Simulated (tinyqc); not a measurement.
Classical Heisenberg spin chain: exact results, Metropolis, heat-bath and over-relaxation steps, and a Monte Carlo run. Changing the length N of the open chain. Computed by tinyqc, a small Python program. Command: `OMP_NUM_THREADS=1 python tinyqc.py 3130347 3130348 out.jsonl heismc sweep`. One thread of a shared host (Intel(R) Xeon(R) Processor @ 2.30GHz), about 0.01 s of CPU time with the checks.

E = -J sum_i s_i . s_(i+1) for unit vectors s_i on an open chain; K = J/(k_B T).

Inputs (values chosen for the exercise, for a model chain of large moments): coupling J = 25 meV; temperature T = 513 K; moment mu = 3.9 mu_B.

Constants: k_B = 8.617333262e-05 eV/K; mu_B = 5.7883818060e-05 eV/T.

Method. Each bond angle is independent, so u = <s_i . s_(i+1)> = coth K - 1/K, <s_i . s_(i+n)> = u^n, correlation length xi = -1/ln|u|, energy per bond -J u, heat capacity per bond c/k_B = 1 - K^2/sinh^2 K, and for the long chain chi = mu^2 (1 + u)/(3 k_B T (1 - u)) per spin. For N spins, <|sum s|^2>/N = (1 + u)/(1 - u) - 2 u (1 - u^N)/(N (1 - u)^2); the long chain has (1 + u)/(1 - u), chi over the Curie value, and the difference is relative to it.

One run for each value:
```
length N of the open chain  <|sum s|^2>/N  difference from the long chain (%)
2                                   1.185                              -18.46
3                                   1.269                              -12.66
5                                   1.342                               -7.64
8                                   1.383                               -4.78
12                                  1.407                               -3.19
20                                  1.425                               -1.91
40                                  1.439                               -0.96
80                                  1.446                               -0.48
200                                 1.450                               -0.19
```

What does the table show?

Over the rows, <|sum s|^2>/N rises from 1.18 to 1.45 (exponent d ln y / d ln x 0.17 between the first rows and 0.0031 between the last); difference from the long chain (%) rises from -18.5 to -0.191 (exponent d ln y / d ln x -0.93 between the first rows and -1.00 between the last).
